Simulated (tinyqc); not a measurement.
Single-band model of a thermoelectric material: one step, computed by the program tinyqc. Command: `OMP_NUM_THREADS=1 python tinyqc.py 3022452 3022453 out.jsonl thermo walk`. One thread of a shared host (Intel(R) Xeon(R) Processor @ 2.30GHz), about 0.02 s of CPU time with the checks.

One spherical band, one scattering law, no minority carriers and no phonon drag. In a real material minority carriers limit |S| to about E_g/(2 e T), so larger values are formal. eta = E_F/(k_B T) is counted from the band edge; f = 1/(1 + exp(x - eta)).

Problem. Limiting formulas for the Seebeck coefficient. Classical: |S| = (k_B/e)[r + 5/2 - ln(n/N_c)], N_c = (3 sqrt(pi)/4) N_0. Degenerate (Mott): |S| = (pi^2/3)(k_B/e)(r + 3/2)/eta_F, eta_F = (n/N_0)^(2/3).

Inputs (values chosen for the exercise, for a model material): carrier density n = 1.5e+18 1/cm^3; temperature T = 410 K.

Band: parabolic. Scattering: polar optical (high temperature), r = 0.5.

Seebeck coefficient |S| = 368.1187 microvolt/K

N_0 = 3.998432e+18 1/cm^3

Constants: k_B = 8.617333262e-05 eV/K.

Give: Seebeck coefficients.

Solution.

Seebeck coefficients:
```
formula,|S| (microvolt/K),deviation (%)
full integral,368,0.0
classical,368,-0.2
degenerate,1090,196.1
```
